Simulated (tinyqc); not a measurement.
Exciton in a hard-walled quantum well (variational): one step. The form factor. Two cases, with inputs chosen for the exercise.

Question. F at k = 0.5/a*, 1/a*, 2/a*, 4/a* and 8/a*.

Electron and hole in the lowest states cos(pi z/L) of a hard-walled well; relative motion in the plane exp(-rho/lam). E(lam) = c/(mu lam^2) - (q/eps) <1/r>, <1/r> = integral over k from 0 to infinity of F(kL) (1 + (k lam/2)^2)^(-3/2), F(x) = [3x + 8 pi^2/x - 32 pi^4 (1 - exp(-x))/(x^2 (x^2 + 4 pi^2))]/(x^2 + 4 pi^2); c = hbar^2/2m0, q = e^2/(4 pi eps0). E is counted from the subband edge.

Give: Form factor.

Case 1.

Values chosen (out of a larger set: near those of InP; not measured data): L = 97 angstrom (well width).
a* = 106.7751 angstrom

Answer.

Form factor:
```
k a*     k L       F
0.5   0.4542  0.9125
1.0   0.9085  0.8363
2.0   1.8169  0.7111
4.0   3.6338  0.5366
8.0   7.2676  0.3470
```

Case 2.

Values chosen (out of a larger set: near those of CdTe; not measured data): L = 142 angstrom (well width).
a* = 78.4758 angstrom

Answer.

Form factor:
```
k a*      k L       F
0.5    0.9047  0.8369
1.0    1.8095  0.7120
2.0    3.6190  0.5377
4.0    7.2379  0.3481
8.0   14.4758  0.1961
```

Computed by tinyqc, one run a case: `OMP_NUM_THREADS=1 python tinyqc.py N N+1 out.jsonl` with N = 1280901, 1281014; one thread of a shared Intel(R) Xeon(R) Processor @ 2.30GHz, about 0.02 s a run at most.
